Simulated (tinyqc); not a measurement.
Worked calculation: one-electron ion in a basis of Gaussians. Computed by tinyqc, a small Python program that keeps every step. Settings: Z = 6, l = 0. Command: `OMP_NUM_THREADS=1 python tinyqc.py 26414 26415 out.jsonl` (the two numbers bound the seeds that draw the settings). One thread of a shared host (Intel(R) Xeon(R) Processor @ 2.60GHz), about 0.01 s of CPU time with the checks.

## Matrices over normalised Gaussians

exponents of r^l exp(-a r^2) (1/bohr^2): [3.86500, 6.34400, 10.41000]

Z = 6

l = 0

With p = a_i + a_j and I(k) = Gamma((k+1)/2) / (2 p^((k+1)/2)): S = I(2l+2), T = (2l+3) a_i a_j S / p, V = -Z I(2l+1), each divided by sqrt(S_ii S_jj).

S:
$$\begin{pmatrix}
1.00000 & 0.95544 & 0.83778 \\
0.95544 & 1.00000 & 0.95549 \\
0.83778 & 0.95549 & 1.00000
\end{pmatrix}$$

T (hartree):
$$\begin{pmatrix}
5.79750 & 6.88423 & 7.08396 \\
6.88423 & 9.51600 & 11.29911 \\
7.08396 & 11.29911 & 15.61500
\end{pmatrix}$$

V (hartree):
$$\begin{pmatrix}
-18.82331 & -20.66820 & -21.43016 \\
-20.66820 & -24.11587 & -26.47849 \\
-21.43016 & -26.47849 & -30.89205
\end{pmatrix}$$

## Generalised eigenproblem

H = T + V (hartree):
$$\begin{pmatrix}
-13.02581 & -13.78397 & -14.34619 \\
-13.78397 & -14.59987 & -15.17938 \\
-14.34619 & -15.17938 & -15.27705
\end{pmatrix}$$

Solve H C = S C e through S^(-1/2); each column has its largest component positive (the first on a tie).

eigenvalues of S: [0.00422, 0.16222, 2.83357]

eigenvalues (hartree): [-16.19193, -0.15523, 19.07468]

coefficients:
$$\begin{pmatrix}
-1.11871 & 3.54382 & -5.57772 \\
1.44465 & -3.53641 & 11.80169 \\
-1.41579 & 0.18361 & -6.55231
\end{pmatrix}$$

For Z = 6 and l = 0 the exact lowest level is -Z^2/(2 n^2) with n = l + 1: -18.000000 hartree. The basis is nearly linearly dependent, so rounded matrices do not reproduce these digits.
